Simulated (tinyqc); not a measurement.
From results back to parameters: Boltzmann transport in a parabolic band with a power-law relaxation time. Three cases, with inputs chosen for the exercise.

Problem. The Seebeck coefficient and the Hall density nH = n/rH are given; md is hidden (a Pisarenko analysis).

F_j(eta) = (1/Gamma(j + 1)) integral_0^infinity x^j dx/(1 + exp(x - eta)), which tends to exp(eta) for eta << 0.

n = N F_1/2(eta) with N = 2 (m kB T/(4 pi c))^(3/2) with c = hbar^2/2m0, in 1/angstrom^3; times 1e24 for 1/cm^3, m = md.

tau = tau0 x^r with x = E/kT. With K_j = Gamma(j + 1) F_j(eta): <tau> = tau0 (r + 3/2) K_(r+1/2)/((3/2) K_(1/2)); mu = <tau>/(mc m0/e), m0/e = 5.685630e-12 kg/C; Hall factor rH = (3/2) K_(1/2) (2r + 3/2) K_(2r+1/2)/((r + 3/2) K_(r+1/2))^2; Seebeck S = -(kB/e) [(r + 5/2) K_(r+3/2)/((r + 3/2) K_(r+1/2)) - eta]; Lorenz number L = (kB/e)^2 [(r + 7/2) K_(r+5/2)/((r + 3/2) K_(r+1/2)) - ((r + 5/2) K_(r+3/2)/((r + 3/2) K_(r+1/2)))^2]; kB/e in V/K. Valley anisotropy is left out of rH.

Constants: hbar^2/2m0 = 3.80998211 eV angstrom^2; kB = 8.617333262e-05 eV/K.

Case 1.

Values chosen (out of a larger set: masses near those of Si; tau0 is set for a mobility of the usual size at this n, kL is a free input; freeze-out and phonon drag, which matter near 77 K, are left out; not measured data): r = 0.5 (exponent of tau); T = 77 K.

S = -222.667 microvolt/K
nH = 5.5260e+18 1/cm^3

Case 2.

Values chosen (out of a larger set: masses near those of GaN; tau0 is set for a mobility of the usual size at this n, kL is a free input; freeze-out and phonon drag, which matter near 77 K, are left out; not measured data): r = 1.5 (exponent of tau); T = 77 K.

S = -410.390 microvolt/K
nH = 6.6014e+16 1/cm^3

Case 3.

Values chosen (out of a larger set: masses near those of Ge; tau0 is set for a mobility of the usual size at this n, kL is a free input; freeze-out and phonon drag, which matter near 77 K, are left out; not measured data): r = 0 (exponent of tau); T = 300 K.

S = -471.910 microvolt/K
nH = 5.4000e+17 1/cm^3

Find: eta; rH; n; md.

Solution. S depends on eta alone and |S| falls steadily with it; eta gives rH and so n, and N = n/F_1/2(eta) gives md from N proportional to md^(3/2).

Case 1.

eta = 1.02
rH = 1.068
n = 5.9e+18 1/cm^3
md = 1.088 m0

Case 2.

eta = -0.65
rH = 1.818
n = 1.2e+17 1/cm^3
md = 0.189 m0

Case 3.

eta = -2.95
rH = 1.000
n = 5.4e+17 1/cm^3
md = 0.561 m0

Computed by tinyqc, one run a case: `OMP_NUM_THREADS=1 python tinyqc.py N N+1 out.jsonl` with N = 1652287, 1652323, 1652387; one thread of a shared Intel(R) Xeon(R) Processor @ 2.30GHz, about 0.01 s a run at most.
